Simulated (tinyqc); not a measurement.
## Diffusion length from constant photovoltage

Question. In a thick sample with a thin depletion layer the excess density at its edge goes as flux/(1/alpha + L), so the flux needed for a fixed surface photovoltage is proportional to 1/alpha + L. Find L.

photon flux for the same photovoltage at absorption coefficients 150 and 720 1/cm (relative units): 151.66667  98.888889

Solution. The line of flux against 1/alpha meets zero at -L.

slope against 1/alpha = 1.00 1/um
L = 85.0 um

Program tinyqc, `OMP_NUM_THREADS=1 python tinyqc.py 2430115 2430116 out.jsonl`; Intel Xeon 2.30GHz, shared host, one thread, about 0.01 s.
